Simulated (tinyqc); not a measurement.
Reverse leakage of an n+-p junction: diffusion, generation, trap-assisted and band-to-band tunnelling: leakage components against the temperature.

One-sided abrupt junction in the depletion approximation, x from the junction (0) to W on the p side, field F = F0 (1 - x/W). Flat quasi-Fermi levels, long p side. Traps generate through SRH with both lifetimes shortened by 1 + Gamma (Hurkx enhancement, form for moderate fields); band-to-band generation is local and needs a total bending above Eg.

Nc and Nv are given at 300 K and scale as (T/300 K)^1.5; all else is held fixed. ni = sqrt(Nc Nv) exp(-Eg/(2 Vt)), Eg in volts; Vbi = Vt ln(Na Nd/ni^2); W = sqrt(2 eps0 eps_r (Vbi + VR)/(q Na)); F0 = 2 (Vbi + VR)/W; FG = sqrt(24 mt m0 (kB T)^3)/(q hbar); J_diff = q ni^2 sqrt(Dn/tau)(1 - exp(-VR/Vt))/Na. u = (Vbi + VR)(1 - x/W)^2, p = Na exp(-u/Vt), n = Nd exp((u - Vbi - VR)/Vt); G0 = ni^2 (1 - exp(-VR/Vt))/(tau (n + p + 2 ni cosh(Et/Vt))); Gamma = 2 sqrt(3 pi)(F/FG) exp((F/FG)^2); trap-assisted part G0 Gamma; G_bb = Ab F^2.5 exp(-Bb/F) with F in V/cm, zero unless Vbi + VR > Eg, and counted as zero under 1 cm^-3 s^-1. Currents are q times the integrals over 0 to W; J_bb under 1e-8 of J is printed as 0; rows with F0/FG above 2.2, beyond the range of this Gamma, are left out.

Parameters, values chosen for the exercise; band and dielectric values those of a made-up semiconductor:
- Eg = 0.853 eV (band gap)
- eps_r = 13.9 (relative permittivity)
- Nc = 2.58e17 cm^-3 (conduction-band density of states at the reference temperature)
- Nv = 7.61e18 cm^-3 (valence-band density of states at the reference temperature)
- Na = 3.9e16 cm^-3 (acceptor density of the lighter side)
- Nd = 1e20 cm^-3 (donor density of the heavier side)
- tau = 3e-7 s (SRH lifetime of both carriers at zero field)
- Et = 0 eV (trap level above the intrinsic level)
- mt = 0.047 m0 (tunnelling mass)
- Dn = 4.5 cm^2/s (electron diffusion coefficient on the lighter side)
- Ab = 2.1e16 cm^-0.5 V^-2.5 s^-1 (band-to-band prefactor)
- Bb = 7.48e6 V/cm (band-to-band field constant)
- VR = 1.2 V (reverse bias)

Constants: q = 1.602176634e-19 C, kB = 1.380649e-23 J/K, hbar = 1.054571817e-34 J s, m0 = 9.1093837015e-31 kg, Vt = kB T/q, eps0 = 8.8541878128e-14 F/cm where lengths are in cm. Results are converted to the units shown.

The same in every row: J_bb (A/cm^2) = 0.

Results:
```
T (K)  F0 (kV/cm)  F0/FG  J_diff (A/cm^2)  J_SRH (A/cm^2)  J_TAT (A/cm^2)  J (A/cm^2)              largest part
220           145   1.45         3.55e-16        5.24e-10         8.43e-9     8.96e-9  trap-assisted tunnelling
250           145   1.19         1.15e-13         9.56e-9         8.85e-8     9.80e-8  trap-assisted tunnelling
280           145   1.01         1.13e-11         9.57e-8         6.00e-7     6.96e-7  trap-assisted tunnelling
310           145  0.863         4.68e-10         6.25e-7         2.92e-6     3.54e-6  trap-assisted tunnelling
340           145  0.750          1.03e-8         2.98e-6         1.10e-5     1.39e-5  trap-assisted tunnelling
400           144  0.586          1.32e-6         3.48e-5         8.81e-5     1.24e-4  trap-assisted tunnelling
430           144  0.524          9.25e-6         9.35e-5         2.03e-4     3.06e-4  trap-assisted tunnelling
```

Estimate the missing row, T = 370 K.

Computed row:
```
T (K)  F0 (kV/cm)  F0/FG  J_diff (A/cm^2)  J_SRH (A/cm^2)  J_TAT (A/cm^2)  J (A/cm^2)              largest part
370           144  0.659          1.41e-7         1.12e-5         3.37e-5     4.50e-5  trap-assisted tunnelling
```

With this row back in the table: J rises from 8.96e-9 to 3.06e-4 A/cm^2. Trap-assisted tunnelling leads at T = 220 and in all other rows. Activation energies over the table: 0.931 eV for diffusion (Eg = 0.853 eV, raised by the T^3 of ni^2), 0.469 eV for SRH generation (Eg/2 + |Et| = 0.426 eV), 0.392 eV for the trap-assisted part, lower since Gamma grows on cooling; the total shows 0.378 eV at the cold end and 0.445 eV at the hot end.

Range of the model: The n+ side is degenerate, so Vbi from Boltzmann statistics is only a guide.

tinyqc, about 0.01 s, one thread, Intel Xeon 2.30GHz (shared host): `OMP_NUM_THREADS=1 python tinyqc.py 2290126 2290127 out.jsonl`
